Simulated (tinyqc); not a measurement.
Worked calculation: short-period [001] superlattice in sp3s* tight binding. Values are carried at full precision from step to step, so a last printed digit may differ when a step is redone from the rounded ones.

sp3s* tight binding, nearest neighbours only: anion (a) at 0, cation (c) at a/4 (1,1,1), orbitals s, px, py, pz, s* on each; k in units of 2 pi/a. With phases e_j = exp(i (pi/2) k.n_j) for n = (1,1,1), (1,-1,-1), (-1,1,-1), (-1,-1,1): g0 = (e1+e2+e3+e4)/4, g1 = (e1+e2-e3-e4)/4, g2 = (e1-e2+e3-e4)/4, g3 = (e1-e2-e3+e4)/4. The diagonal holds the levels Esa, Epa, Exa (s*) and Esc, Epc, Exc. Anion-cation block: <sa|sc> = Vss g0; <sa|xc> = Vsapc g1; <xa|sc> = -Vscpa g1; <xa|xc> = Vxx g0; <xa|yc> = <ya|xc> = Vxy g3, <xa|zc> = <za|xc> = Vxy g2, <ya|zc> = <za|yc> = Vxy g1; <s*a|xc> = Vxapc g1; <xa|s*c> = -Vpaxc g1; y and z take g2 and g3 in place of g1; s-s* and s*-s* vanish.

Values chosen for the exercise (A near a published set for GaAs, B for AlAs; not measured data):
- pA = (-8.328, 1.041, -2.653, 3.679, 8.57, 6.721, -6.464, 1.96, 5.084, 4.492, 5.769, 4.841, 4.795) eV (order Esa, Epa, Esc, Epc, Exa, Exc, Vss, Vxx, Vxy, Vsapc, Vscpa, Vxapc, Vpaxc)
- pB = (-7.543, 0.984, -1.166, 3.596, 7.504, 6.729, -6.663, 1.878, 4.303, 5.122, 5.481, 4.516, 5.007) eV (the same for B)
- dEv = 0.54 eV (valence offset: Ev(B) lies this far below Ev(A))
- n = 1 (monolayers of A)
- m = 1 (monolayers of B)

## Band line-up of the two bulk crystals

Edges on the common scale: Ev, the conduction level at Gamma, the minimum on (kx,0,0) for kx from 0.5 to 1, and the level at X.

Edges (eV):

| crystal | Ev | Gamma | Delta minimum | X |
|---|---|---|---|---|
| A | 0.0000 | 1.5714 | 2.0404 | 2.0404 |
| B | -0.5400 | 2.4896 | 1.7381 | 1.7784 |

For Gamma electrons A is the well, 0.918 eV deep; for X electrons B is, 0.262 eV deep; holes sit in A.

## Shifted levels

Planes alternate anion, cation along [001], a/4 apart; at zero in-plane momentum s, pz, s* form one block. All levels of A are shifted so that its Ev (lower root of [[Epa, Vxx], [Vxx, Epc]]) is 0, and those of B so that its Ev is -dEv. A monolayer is an anion plane and the cation plane above it; an anion between unlike cations takes the mean of the two anion levels; each bond takes the couplings of its cation. Block from an anion to the cation above: U with Vss/2 (s,s), Vsapc/2 (s,z), -Vscpa/2 (z,s), Vxx/2 (z,z), Vxapc/2 (s*,z), -Vpaxc/2 (z,s*); to the cation below: the same with the s-z and s*-z signs reversed. The cell of n + m monolayers is closed with the phase exp(2 pi i q). No spin-orbit coupling. In this block 2 (n + m) levels are filled.

Parameters in the order Esa, Epa, Esc, Epc, Exa, Exc, Vss, Vxx, Vxy, Vsapc, Vscpa, Vxapc, Vpaxc. Find Ev of each set and shift the levels.

Ev before the shift (eV): A -0.0025, B 0.0025

Levels (eV):

| plane | s | p | s* |
|---|---|---|---|
| anion A | -8.3255 | 1.0435 | 8.5725 |
| cation A | -2.6505 | 3.6815 | 6.7235 |
| anion B | -8.0855 | 0.4415 | 6.9615 |
| cation B | -1.7085 | 3.0535 | 6.1865 |
| interface anion | -8.2055 | 0.7425 | 7.7670 |

## The matrix for n = 1, m = 1 at q = 0

Planes in the order a1, c1, a2, c2, ...; the A cations come first.

H (eV), lower triangle:
```
        sa1     za1     *a1     sc1     zc1    *c1     sa2     za2    *a2     sc2    zc2    *c2
sa1  -8.206
za1       0   0.742
*a1       0       0   7.767
sc1  -3.232  -2.885       0  -2.651
zc1   2.246   0.980   2.421       0   3.681
*c1       0  -2.397       0       0       0  6.723
sa2       0       0       0  -3.232  -2.246      0  -8.206
za2       0       0       0   2.885   0.980  2.397       0   0.742
*a2       0       0       0       0  -2.421      0       0       0  7.767
sc2  -3.332   2.740       0       0       0      0  -3.332  -2.740      0  -1.709
zc2  -2.561   0.939  -2.258       0       0      0   2.561   0.939  2.258       0  3.053
*c2       0   2.503       0       0       0      0       0  -2.503      0       0      0  6.186
```

## Levels of the small cell

Diagonalise (s, pz, s* block of a cell with n = 1, m = 1; px and py are apart). The lowest 4 levels are filled. Give the share of the cation weight of the lowest empty level that lies on the A cations, c1.

levels (eV): -12.421  -10.105  -7.263  -0.268  1.891  1.912  2.377  4.380  6.460  7.767  10.044  11.120

share on A cations = 0.818

The lowest empty level is number 5, at 1.891 eV.

## Checks

- Cell of two equal monolayers against the bulk levels at Gamma and X: they agree to 1e-10 or better.

Run: tinyqc, `OMP_NUM_THREADS=1 python tinyqc.py 1482191 1482192 out.jsonl`; Intel(R) Xeon(R) Processor @ 2.30GHz, one thread, shared host; about 0.2 s of CPU time with all checks.
